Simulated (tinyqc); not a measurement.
Where a fixed hold relaxes most: thermal stress and diffusional relaxation in a metal film: Coble and Nabarro-Herring creep, cooling and holds. Computed by tinyqc, a small Python program. Command: `OMP_NUM_THREADS=1 python tinyqc.py 3009112 3009113 out.jsonl creep walk`. One thread of a shared host (Intel(R) Xeon(R) Processor @ 2.30GHz), about 0.02 s of CPU time with the checks.

A thin film on a rigid substrate is stress-free at T0. Tension is positive and the film creeps linearly: d sigma/dt = -M (mismatch) dT/dt - sigma/tau.

Inputs (values chosen for the exercise, modelled on gold films on silicon):

| quantity | value | unit |
|---|---|---|
| biaxial modulus M | 140 | GPa |
| expansion mismatch | 11.3 | 1e-6/K |
| atomic volume Omega | 17 | angstrom^3 |
| lattice prefactor D0 | 8.2e-06 | m^2/s |
| lattice energy E | 1.79 | eV |
| boundary prefactor (delta D_b)0 | 2.5e-16 | m^3/s |
| boundary energy E_b | 0.857 | eV |
| grain size d | 1.7 | um |
| stress-free temperature T0 | 300 | C |
| hold temperature T | 100 | C |
| hold time t | 300 | h |
| yield stress | 310 | MPa |

Constants: k_B = 1.380649e-23 J/K; k_B = 8.617333262e-05 eV/K.

Method:
- Thermoelastic slope = M x mismatch; sigma_0 = slope x (T0 - T).
- Creep rate per stress: Nabarro-Herring 14 D Omega/(k_B T d^2), Coble (14 pi) delta D_b Omega/(k_B T d^3), with D = D0 exp(-E/(k_B T)), delta D_b = (delta D_b)0 exp(-E_b/(k_B T)); 1/tau = M x (sum of both)/2 (biaxial strain rate is half the uniaxial one).
- Temperatures in kelvin are T(C) + 273.15.
- For each hold temperature: sigma_0 = slope (T0 - T), relaxed stress sigma_0 (1 - exp(-t/tau)), initial rate sigma_0/tau. In confined lines the relaxed part appears as void volume.

thermoelastic slope = 1.582 MPa/K

Holds:

| T (C) | sigma_0 (MPa) | tau (h) | relaxed (MPa) | initial rate (MPa/h) |
|---|---|---|---|---|
| 25 | 435.05 | 1.3155e+05 | 0.99 | 3.3071e-03 |
| 50 | 395.50 | 1.0798e+04 | 10.84 | 3.6626e-02 |
| 75 | 355.95 | 1.2763e+03 | 74.56 | 2.7889e-01 |
| 100 | 316.40 | 2.0180e+02 | 244.85 | 1.5679e+00 |
| 125 | 276.85 | 4.0393e+01 | 276.69 | 6.8539e+00 |
| 150 | 237.30 | 9.8141e+00 | 237.30 | 2.4179e+01 |
| 175 | 197.75 | 2.8015e+00 | 197.75 | 7.0588e+01 |
| 200 | 158.20 | 9.1566e-01 | 158.20 | 1.7277e+02 |
| 225 | 118.65 | 3.3572e-01 | 118.65 | 3.5342e+02 |
| 250 | 79.10 | 1.3580e-01 | 79.10 | 5.8246e+02 |
| 275 | 39.55 | 5.9791e-02 | 39.55 | 6.6147e+02 |

The relaxed stress peaks at 125 C among these rows: colder holds have more stress but slower diffusion, hotter ones faster diffusion but less stress. The initial rate peaks about k_B T^2/E_b = 33 K below T0 when boundaries dominate; its largest row is 275 C. Caution: the elastic stress exceeds the yield stress, so dislocation glide would cap it first. Caution: dislocation glide would cap stresses above the yield stress; capping layers can block the surface and boundary paths, and threshold stresses are ignored.

Extremes, crossings and ranges named in words are read from the listed rows.
